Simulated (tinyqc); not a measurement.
All estimates against temperature: estimate of lattice thermal conductivity from elastic moduli (Slack, Klemens and Cahill formulas). Computed by tinyqc, a small Python program. Command: `OMP_NUM_THREADS=1 python tinyqc.py 3027658 3027659 out.jsonl slack walk`. One thread of a shared host (Intel(R) Xeon(R) Processor @ 2.30GHz), about 0.01 s of CPU time with the checks.

An isotropic solid.

Inputs (values chosen for the exercise, for a model crystal): bulk modulus B = 28.6 GPa; shear modulus G = 25.1 GPa; volume per atom V = 22.2 angstrom^3; mean atomic mass M = 51.8 u; atoms per primitive cell n = 2; temperature T = 300 K; disorder parameter Gamma = 0.0002; grain size d = 310 nm.

Grueneisen parameter: from the Poisson ratio.

Constants: u = 1.6605390666e-27 kg; hbar = 1.054571817e-34 J s; k_B = 1.380649e-23 J/K; h = 6.62607015e-34 J s.

Method:
- rho = M/V; vL = sqrt((B + 4G/3)/rho), vT = sqrt(G/rho); v_m = [(vL^-3 + 2 vT^-3)/3]^(-1/3); Poisson ratio sigma = (3B - 2G)/(6B + 2G); Theta = hbar v_m (6 pi^2/V)^(1/3)/k_B.
- Empirical rule gamma = (3/2) (1 + sigma)/(2 - 3 sigma).
- Slack, an estimate for T near or above Theta_a: kappa = A M Theta_a^3 delta n^(1/3)/(gamma^2 T) in W/(m K), with M in u, delta = V^(1/3) in angstrom, Theta_a = Theta n^(-1/3) and A = 2.43e-6/(1 - 0.514/gamma + 0.228/gamma^2).
- High-temperature forms with the classical heat capacity. Klemens: kappa/kappa_0 = arctan(u)/u, u^2 = pi^2 Theta V Gamma kappa_0/(h v_m^2). Grains: 1/kappa_poly = 1/kappa + 1/(C v_m d/3), C = 3 k_B/(n V), the acoustic branches alone.
- Cahill minimum: kappa_min = (pi/6)^(1/3) k_B V^(-2/3) sum over L, T, T of v (T/Theta_i)^2 int_0^(Theta_i/T) x^3 e^x/(e^x - 1)^2 dx, Theta_i = Theta v_i/v_m (64 Gauss-Legendre points).

Grueneisen parameter gamma = 1.14638

Debye temperature Theta = 296.439 K

v_m = 2798.40 m/s

vL = 4002.36 m/s

vT = 2545.21 m/s

acoustic Debye temperature Theta_a = 235.284 K

Kappa (W/(m K)):
```
T (K)  perfect crystal  with point defects  polycrystal  minimum
200             30.461              29.720       26.771  0.56908
300             20.307              19.973       18.596  0.60675
400             15.230              15.041       14.247  0.62109
550             11.077              10.976       10.547  0.63009
750              8.123               8.068        7.834  0.63486
1000             6.092               6.061        5.928  0.63731
1300             4.686               4.668        4.589  0.63861
1700             3.584               3.573        3.526  0.63939
```

What does the comparison show, and why?

The perfect crystal follows 1/T. With point defects the exponent runs from -0.98 to -1.00 (the strong-disorder limit is -1/2), and with grains from -0.90 to -0.98. At the highest T it is still 5.5 times the minimum. Rows below Theta_a = 235 K are outside the range of the Slack formula.

Extremes, crossings and ranges named in words are read from the listed rows.
